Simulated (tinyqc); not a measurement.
Competing polymorphs of an oxide film: bulk, surface, grain-boundary, dopant and field terms: one step, computed by the program tinyqc.

Phases: monoclinic m (reference), polar orthorhombic o, tetragonal t. Free energies per formula unit (f.u.); 1 J/m^2 x angstrom^3/nm = 6.241509 meV.

Question. Free energies of the grain. Area per volume: A = 2/h + f_b/R (two free faces; the side wall 2/R is shared by two grains and carries f_b gamma); G = b + gamma Omega A.

Inputs (values chosen for the exercise, for a model oxide):
```
quantity                                   value        unit
surface energy of m                         3.47       J/m^2
surface energy of o                         2.87       J/m^2
surface energy of t                         2.76       J/m^2
grain-boundary energy over surface energy   0.78           -
volume per formula unit Omega                 33  angstrom^3
film thickness h                             6.7          nm
grain radius R                               4.4          nm
temperature T                                300           K
```

Geometry: columnar grains in a film.

b (meV/f.u.): m 0.0, o 38.7, t 22.3

Give: area per volume A; G less G(m); G(o) - G(m); G(t) - G(o).

Answer.

area per volume A = 0.4758 1/nm

G less G(m) (meV/f.u.): m 0.00, o -20.10, t -47.28

G(o) - G(m) = -20.10 meV/f.u.

G(t) - G(o) = -27.18 meV/f.u.

The lowest phase is t, by 27.2 meV/f.u. over o, whereas the bulk terms alone favour m. Caution: this is an equilibrium ranking; real films often keep the phase that nucleates first on cooling from t.
